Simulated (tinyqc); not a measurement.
What each parameter does: heterojunction of two tight-binding chains.

Left chain: hopping -t1, sites at 2 t1 (band bottom 0). Right chain: hopping -t2, sites at dE + 2 t2 (bottom dE). t = c/(m a^2), c = hbar^2/2m0. The bond across the interface is -tc with tc = f sqrt(t1 t2), and the last left site has the extra energy U. In a chain E = bottom + 2t (1 - cos(ka)); the surface Green function of a half chain is g = -exp(ika)/t, with Im k > 0 where cos(ka) > 1.

Constants: hbar^2/2m0 = 3.80998211 eV angstrom^2.

Inputs chosen for the exercise (masses and offset of the size met at GaAs / AlGaAs; not measured data): a = 5.65 angstrom (site spacing); m1 = 0.066 m0 (mass on the left); m2 = 0.089 m0 (mass on the right); dE = 0.24 eV (band offset); f = 1 (factor on the interface hopping); U = 0 eV (extra energy on the last left site); E = 0.41 eV (electron energy).

T = 4 Im(S1) Im(S2) |G|^2 with G = 1/(E - 2 t1 - U - S1 - S2), S1 = -t1 exp(i k1 a), S2 = -(tc^2/t2) exp(i k2 a). Each row changes one parameter from the base and keeps the others.

Results:

| case | T | k1 a | k2 a |
|---|---|---|---|
| base | 0.9773 | 0.4808 | 0.3580 |
| m1 = 0.0792 m0 | 0.9609 | 0.5277 | 0.3580 |
| m2 = 0.1068 m0 | 0.9891 | 0.4808 | 0.3925 |
| dE = 0.19 eV | 0.9928 | 0.4808 | 0.4079 |
| f = 0.9 | 0.9157 | 0.4808 | 0.3580 |
| U = 0.2 eV | 0.9756 | 0.4808 | 0.3580 |
| a = 4.52 angstrom | 0.9780 | 0.3833 | 0.2858 |

The largest shifts from the base row, up to three for each result and ties (the steps differ in size, so this ranks the rows, not the parameters). T: f -0.0615, m1 -0.0164, dE +0.0155. k1 a: a -0.0975, m1 +0.0469; unchanged at the printed digits by m2, dE, f and U. k2 a: a -0.0721, dE +0.0499, m2 +0.0346; unchanged at the printed digits by m1, f and U.

Program tinyqc; command `OMP_NUM_THREADS=1 python tinyqc.py 1452425 1452426 out.jsonl`; about 0.01 s on one thread of a shared Intel(R) Xeon(R) Processor @ 2.30GHz.
